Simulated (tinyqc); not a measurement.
# Minority carriers and saturation current of a heavily doped emitter: effect of temperature on the narrowing factor

n-type, parabolic bands, full ionisation. eta = (EF - Ec)/kB T solves N = Nc F12(eta), F12(x) = (2/sqrt(pi)) int_0^infinity sqrt(u)/(1 + exp(u - x)) du. The gap shrinks rigidly by dEg = E1 [ln(N/N0) + sqrt(ln^2(N/N0) + 0.5)], an empirical law that is here taken as the true narrowing.

Nc is given at 300 K and scales as T^1.5; dEg is held. The factor nie^2/ni^2 = exp(dEg/kB T) g, g = F12(eta) exp(-eta), divides the current gain of a transistor with this emitter.

Parameters, values chosen for the exercise; band and dielectric values close to those of silicon: conduction-band density of states at 300 K Nc = 2.84e19 cm^-3; ionised donor density N = 4.8e19 cm^-3; energy of the narrowing law E1 = 6.5 meV; density of the narrowing law N0 = 1.5e17 cm^-3.

Constants: q = 1.602176634e-19 C, kB = 1.380649e-23 J/K, Vt = kB T/q. Results are converted to the units shown.

Results:
```
T (K)	eta	g	nie^2/ni^2	its logarithm
150	3.1557	0.20369	68.848	4.2319
200	2.1871	0.34850	27.472	3.3132
300	1.1089	0.55761	10.252	2.3274
350	0.75922	0.62774	7.6138	2.0300
400	0.47564	0.68226	6.0575	1.8013
450	0.23780	0.72529	5.0522	1.6198
```

Estimate the missing row, T = 250 K.

Computed row:
```
T (K)	eta	g	nie^2/ni^2	its logarithm
250	1.5609	0.46645	15.352	2.7312
```

With this row back in the table: The factor falls from 68.8 to 5.05. Its slope against q/kB T is 47.5 meV between the first two rows and 56.3 meV between the last two, against dEg = 75.3 meV: degeneracy takes back part of the narrowing. The factor grows on cooling, so the current gain of such a transistor falls.

Range of the model: Band tails, non-parabolic bands and incomplete ionisation are left out.

Program tinyqc, `OMP_NUM_THREADS=1 python tinyqc.py 2330149 2330150 out.jsonl`; Intel Xeon 2.30GHz, shared host, one thread, about 0.01 s.
